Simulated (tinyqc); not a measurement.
## Narrowing from the saturation current

Question. A uniform n-type emitter has J0 = (q p0 D/L)(s + tanh(W/L))/(1 + s tanh(W/L)), D = mup Vt, s = S L/D, and p0 = (ni^2/N) exp(dE_app/kB T), where dE_app = dEg + kB T ln[(N/Nc) exp(-eta)]. Find p0, dE_app and dEg.

Values chosen for this exercise; band and dielectric values close to those of germanium: temperature T = 250 K; conduction-band density of states at 250 K Nc = 7.99e18 cm^-3; ionised donor density N = 3.1e19 cm^-3; minority-hole mobility mup = 230 cm^2/(V s); emitter width W = 210 nm; recombination velocity at the contact S = 4.5e6 cm/s.

Constants: q = 1.602176634e-19 C, kB = 1.380649e-23 J/K, Vt = kB T/q. Results are converted to the units shown.

J0 = 4.6792346e7 fA/cm^2
L = 1310.1447 nm
ni = 1.7885923e12 cm^-3
converged eta = 2.6607650

Solution. J0 gives p0, its ratio to ni^2/N gives dE_app, and the degeneracy term is taken off.

p0 = 1.290e6 cm^-3
dE_app = 54.42 meV
dEg = 82.53 meV

tinyqc, about 0.01 s, one thread, Intel Xeon 2.30GHz (shared host): `OMP_NUM_THREADS=1 python tinyqc.py 2330145 2330146 out.jsonl`
